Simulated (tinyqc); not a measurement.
Field, mass and barrier from the scaled variables.

Question. A barrier edge falls as U0 - F x over a width d with F = V/d. With e = (C F^2/m1)^(1/3), C = hbar^2/(2 m0), the Airy arguments at its edges are z1 = (U0 - E)/e and z2 = (U0 - V - E)/e. Find e, m1 and U0.

Parameters, values chosen for the exercise: electron energy E = 0.16 eV; barrier width d = 0.8 nm; voltage across the barrier V = 0.98 V.

Constants: q = 1.602176634e-19 C, hbar = 1.054571817e-34 J s, m0 = 9.1093837015e-31 kg, hbar^2/(2 m0) = 0.0380998212 eV nm^2. Results are converted to the units shown.

z1 and z2: [5.0636976, 3.2051119]

Solution. z1 - z2 = V/e gives e, its definition gives m1, and U0 = E + z1 e.

e = 0.5273 eV
m1 = 0.3900 m0
U0 = 2.830 eV

tinyqc, about 0.01 s, one thread, Intel Xeon 2.30GHz (shared host): `OMP_NUM_THREADS=1 python tinyqc.py 2580123 2580124 out.jsonl`
